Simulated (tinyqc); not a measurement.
Electron continuity equation in a given potential, Scharfetter-Gummel discretisation: one step of the calculation.

Steady state in one dimension: J = q mu n E + q D dn/dx with E = -dpsi/dx and D = mu Vt, dJ/dx = 0, fixed densities nL and nR at the ends. The potential is given, psi = U (x/L)^2, and is not changed by the electrons.

Task. Bernoulli factors. d_i = (psi_(i+1) - psi_i)/Vt; B(d) = d/(exp(d) - 1), B(0) = 1. The flux on interval i is J_i = (q D/h) [n_(i+1) B(d_i) - n_i B(-d_i)].

Parameters, values chosen for the exercise: temperature T = 400 K.

Constants: q = 1.602176634e-19 C, kB = 1.380649e-23 J/K, Vt = kB T/q. Results are converted to the units shown.

psi, node 0 to 9 (V): [0.00000000, 0.00679012, 0.02716049, 0.06111111, 0.10864198, 0.16975309, 0.24444444, 0.33271605, 0.43456790, 0.55000000]

Give: d_i; B(d_i); B(-d_i).

Result.

d_i, interval 0 to 8: [0.1970, 0.5910, 0.9850, 1.3789, 1.7729, 2.1669, 2.5609, 2.9549, 3.3488]
B(d_i), interval 0 to 8: [0.90474, 0.73345, 0.58709, 0.46418, 0.36271, 0.28028, 0.21435, 0.16236, 0.12191]
B(-d_i), interval 0 to 8: [1.1017, 1.3244, 1.5720, 1.8431, 2.1356, 2.4472, 2.7752, 3.1172, 3.4707]

The largest |d_i| is 3.35, above 2, where central differences lose the sign pattern that keeps densities positive.

Numbers from tinyqc (`OMP_NUM_THREADS=1 python tinyqc.py 2220123 2220124 out.jsonl`; about 0.01 s on one thread of a shared Intel Xeon 2.30GHz).
